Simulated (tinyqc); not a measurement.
# Worked calculation: AlGaN/GaN HEMT with access regions, lumped model

Numbers from tinyqc (`OMP_NUM_THREADS=1 python tinyqc.py 2570076 2570077 out.jsonl`; about 0.03 s on one thread of a shared Intel Xeon 2.30GHz). Printed values are rounded.

A polarisation-induced electron sheet under a Schottky gate, in series with two ungated access regions and contacts. Drift law v = mu E/(1 + mu E/vs) under the gate. Currents in mA/mm, resistances in ohm mm. No self-heating, no channel-length modulation; fits for polarisation, barrier and offset are chosen for the exercise.

Values chosen for this exercise; values close to those of AlGaN/GaN structures:
- x = 0.23 (aluminium share of the barrier)
- d = 18 nm (barrier thickness)
- eps_r = 9.1 (relative permittivity of barrier and channel)
- mu = 1500 cm^2/(V s) (channel mobility)
- vs = 1.2e7 cm/s (saturation velocity)
- Lg = 1.5 um (gate length)
- Ls = 2 um (source access length)
- Ld = 16 um (drain access length)
- Rc = 0.52 ohm mm (resistance of each contact)
- ft = 0 (share of the drain-access electrons removed by traps)
- Vg = 0 V (gate voltage)
- Vd = 6 V (drain voltage)
- Ec = 2.5 MV/cm (critical field)
- te = 0.24 um (depth over which the depleted charge spreads)
- tf = 200 nm (insulator under the field plate)
- ei = 3.9 (relative permittivity of that insulator)

Constants: q = 1.602176634e-19 C, eps0 = 8.8541878128e-14 F/cm where lengths are in cm. Results are converted to the units shown.

## Polarisation charge, threshold and sheet resistance

sigma = (5e13 x + 1.6e13 x^2) cm^-2, phiB = 0.84 + 1.3 x, dEc = 0.7 (1.71 x + x^2) in volts, Cb = eps0 eps_r/d, VT = phiB - dEc - q sigma/Cb, access density n0 = -Cb VT/q. Rsh = 1/(q mu n0); largest access current q n0 vs.

sigma = 1.234640e13 cm^-2
Cb = 0.4476284 uF/cm^2
VT = -3.592433 V
n0 = 1.003681e13 cm^-2
Rsh = 414.5744 ohm
q n0 vs = 1929.690 mA/mm

## Iteration 1: drain current

I at the start = 450 mA/mm

Access resistance R(L, n) = L/(q mu n sqrt(1 - (I/(q n vs))^2)); Rs = Rc + R(Ls, n0), Rd = Rc + R(Ld, (1 - ft) n0). Vg' = Vg - I Rs, Vd' = Vd - I (Rs + Rd); with u = Vg' - VT, Vc = vs Lg/mu and w the smaller of Vd' and Vc [sqrt(1 + 2 u/Vc) - 1] (0 if negative), the channel gives (mu Cb/Lg)(u w - w^2/2)/(1 + w/Vc). I(new) = I + 0.5 (channel current - I).

Rs = 1.372657 ohm mm
Rd = 7.341257 ohm mm
Vg' = -0.6176957 V
Vd' = 2.078738 V
channel current = 669.1226 mA/mm
I after iteration 1 = 559.5613 mA/mm

## Iteration 2: drain current

As before.

Rs = 1.386373 ohm mm
Rd = 7.450985 ohm mm
Vg' = -0.7757608 V
Vd' = 1.054956 V
channel current = 575.2780 mA/mm
I after iteration 2 = 567.4197 mA/mm

## Course of the iteration: drain current

Stop when I changes by less than 1e-6 mA/mm, or after 60 iterations. I must stay below q (1 - ft) n0 vs.

Course of the iteration:

| iteration | I (mA/mm) | \|change\| (mA/mm) |
|---|---|---|
| 1 | 559.5613 | 110 |
| 2 | 567.4197 | 7.86 |
| 3 | 563.2076 | 4.21 |
| 4 | 565.5962 | 2.39 |
| 5 | 564.2798 | 1.32 |
| 6 | 565.0174 | 0.738 |
| 7 | 564.6078 | 0.410 |
| 8 | 564.8365 | 0.229 |
| 9 | 564.7092 | 0.127 |
| ... | ... | ... |
| 22 | 564.7548 | 6.35e-5 |
| 23 | 564.7548 | 3.54e-5 |
| 24 | 564.7548 | 1.97e-5 |
| 25 | 564.7548 | 1.10e-5 |
| 26 | 564.7548 | 6.11e-6 |
| 27 | 564.7548 | 3.41e-6 |
| 28 | 564.7548 | 1.90e-6 |
| 29 | 564.7548 | 1.06e-6 |
| 30 | 564.7548 | 5.89e-7 |

Converged in 30 iterations. At the end each change is about 0.56 times the one before, with alternating sign: linear convergence. Of Vd, 16.8 % reaches the channel; the access current is 29 % of its limit.

## On-resistance and breakdown

sigma = (5e13 x + 1.6e13 x^2) cm^-2, phiB = 0.84 + 1.3 x, dEc = 0.7 (1.71 x + x^2) in volts, Cb = eps0 eps_r/d, VT = phiB - dEc - q sigma/Cb, access density n0 = -Cb VT/q. Ron = 2 Rc + Ls/(q mu n0) + Ld/(q mu (1 - ft) n0) + Lg/(mu Cb (Vg - VT)). Off state: a depleted stretch that holds the voltage V has the peak field sqrt(k V), k = 2 q n0/(eps0 eps_r te), so one edge holds V1 = Ec^2/k. The sheet under the plate pinches off at Vf = q n0 (1/Cb + tf/(eps0 ei)); beyond it the gate edge is screened. BV = V1 if Vf >= V1, else Vf + V1, and at most Ec Ld. Specific resistance Ron (Ls + Lg + Ld); figure of merit BV^2 over it.

Ron = 9.124201 ohm mm
Vf = 96.72958 V
V1 = 37.57899 V
BV = 37.57899 V
specific resistance = 1.779219 mohm cm^2
figure of merit = 0.7937081 MW/cm^2

The plate pinches off too late to screen the gate edge, so it adds nothing.
